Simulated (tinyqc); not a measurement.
Worked calculation: Pariser-Parr-Pople SCF with singles CI, for the molecule C=C1C=CC=C1N (SMILES; centres numbered as the heavy atoms are written). One step of it, computed by the program tinyqc.

Task: Iteration 1: orbitals and new P. Diagonalise F (the basis is taken as orthonormal) and form P = 2 sum c c over the lowest orbitals.

F (eV):
```
           1C         2C         3C         4C         5C         6C          7N
1C  -5.425535  -4.121128   0.348181   0.364752  -0.177640  -0.182360    0.959688
2C  -4.121128  -4.982191  -3.454768   0.125199   0.309706  -3.082418   -0.183815
3C   0.348181  -3.454768  -4.254375  -3.878299   0.690993   0.336041   -0.230434
4C   0.364752   0.125199  -3.878299  -4.044549  -3.843504   0.126379    0.380380
5C  -0.177640   0.309706   0.690993  -3.843504  -5.190519  -3.505563    0.423866
6C  -0.182360  -3.082418   0.336041   0.126379  -3.505563  -6.715585   -4.159881
7N   0.959688  -0.183815  -0.230434   0.380380   0.423866  -4.159881  -12.801430
```

pi electrons, sum of z_r less the charge = 8

Give: orbital energies; P after iteration 1.

Result:

orbital energies (eV): -15.3812  -11.4273  -9.1869  -7.4405  -3.4143  1.1951  2.2408

P after iteration 1:
```
         1C       2C       3C       4C       5C       6C       7N
1C   0.8591   0.8024  -0.0278  -0.3448  -0.1192   0.3077  -0.3283
2C   0.8024   1.0208   0.4854   0.0020  -0.1524   0.3110   0.0103
3C  -0.0278   0.4854   1.1653   0.7523  -0.1966  -0.3253   0.1609
4C  -0.3448   0.0020   0.7523   0.9821   0.5516  -0.0110  -0.1026
5C  -0.1192  -0.1524  -0.1966   0.5516   1.1749   0.7160  -0.2764
6C   0.3077   0.3110  -0.3253  -0.0110   0.7160   1.0295   0.4349
7N  -0.3283   0.0103   0.1609  -0.1026  -0.2764   0.4349   1.7682
```
